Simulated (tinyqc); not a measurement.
Crystal pulling from the melt: segregation, interface stability, heat balance and point-defect regime: one step, computed by the program tinyqc.

A dilute solute; steady pulling with a flat interface unless it is found unstable.

Problem. Concentration at the frozen fraction g. Axial profile: C_s = k_eff C0 (1 - g)^(k_eff - 1); bulk melt C_L = C_s/k_eff. Usable fraction: the g at which C_s has changed by 30 % from its first value (0.99 at most).

Inputs (values chosen for the exercise, modelled on phosphorus in silicon): initial melt concentration C0 = 6.1e+16 1/cm^3; frozen fraction g = 0.72.

Loss from the melt surface: none.

k_eff = 0.4110700

Give: C_s; C_L; usable fraction.

Solution.

C_s = 5.307e+16 1/cm^3

C_L = 1.291e+17 1/cm^3

usable fraction = 0.3595

C_s rises along the crystal.
